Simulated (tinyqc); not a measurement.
What the shift does to the intrinsic density: temperature and isotope dependence of a band gap in oscillator models.

E(T) = E0 - sum_i sl_i th_i n_i(T), n = 1/(exp(th/T) - 1). The same coupling lowers the gap at 0 K by the zero-point term ZP = sum_i sl_i th_i/2, so the gap of the static lattice is E0 + ZP. Thermal expansion is taken as part of the slopes.

Constants: kB = 8.617333262e-05 eV/K; hbar^2/2m0 = 3.80998211 eV angstrom^2.

Values chosen for the exercise (near those of GaAs; the results hold for these values, not for the real material):
```
symbol  value             unit   meaning
E0      1.512             eV     gap at 0 K
th      (92, 300)         K      temperatures of two oscillators
sl      (0.1613, 0.2997)  meV/K  their high-temperature slopes
mm      0.19              m0     geometric mean of the density-of-states masses
```

ni = 2 (mm kT/(4 pi c))^(3/2) exp(-E/2kT), c = hbar^2/2m0, with E(T) and with E0; 1 angstrom^-3 = 1e24 cm^-3. Apparent gap from an Arrhenius plot of ni/T^(3/2): E(T) - T dE/dT, dE/dT = -sum sl_i (th_i/T)^2 n_i (1 + n_i).

Results:
```
T (K)  E(T) (eV)  ni (cm^-3)  ni with E(T) / ni with E0  apparent gap (eV)
200       1.4608       0.445                      4.421             1.5423
250       1.4399    4.85e+03                      5.332             1.5463
300       1.4183    2.54e+06                      6.121             1.5491
350       1.3964    2.32e+08                      6.802             1.5512
500       1.3292    8.95e+11                      8.344             1.5550
700       1.2383    2.58e+14                      9.666             1.5577
```

Give the missing row, T (K) = 400.

Computed row:
```
T (K)  E(T) (eV)  ni (cm^-3)  ni with E(T) / ni with E0  apparent gap (eV)
400       1.3741    7.06e+09                      7.389             1.5528
```

Using E0 in place of E(T) understates ni by a factor that rises from 4.42 to 9.67, towards exp(sum sl/2kB) = 14.5. The slope of an Arrhenius plot returns neither E(T) nor E0 but the intercept of the tangent, 1.5491 eV at 300 K, which lies 37 meV above E0 and tends to the static gap 1.5644 eV.

Computed by tinyqc, a small Python program: `OMP_NUM_THREADS=1 python tinyqc.py 1850929 1850930 out.jsonl` (the numbers bound the seed that draws the inputs); one thread of a shared host (Intel(R) Xeon(R) Processor @ 2.30GHz), about 0.01 s for the whole set of steps.
